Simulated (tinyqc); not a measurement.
Worked calculation: plane-wave Kohn-Sham cycle with exchange-only LDA in a layered model solid. One step of it, computed by the program tinyqc.

Question. Iteration 2: Hamiltonian at one k. H(m,m') = (k + G_m)^2/2 delta + V(G_m - G_m'), with V(-G) = V(G).

A solid whose potential varies along x alone (atomic units):
```
parameter                      value
period a                   10.700000
cross-section of the cell  13.000000
electrons per cell                 4
grid points                       16
plane waves -n..n, n               2
k points                           3
V1 in V1 cos(2 pi x/a)     -0.140000
V2 in V2 cos(4 pi x/a)      0.130000
```

V(G_m), m = 0, 1, 2, ... (hartree): -0.300460  -0.017840  0.046076  -0.000993  0.000332

k = 0.000000 2 pi / a

Give: H.

Answer.

H (hartree), lower triangle:
```
         -2       -1       +0       +1      +2
-2   0.3892
-1  -0.0178  -0.1281
+0   0.0461  -0.0178  -0.3005
+1  -0.0010   0.0461  -0.0178  -0.1281
+2   0.0003  -0.0010   0.0461  -0.0178  0.3892
```
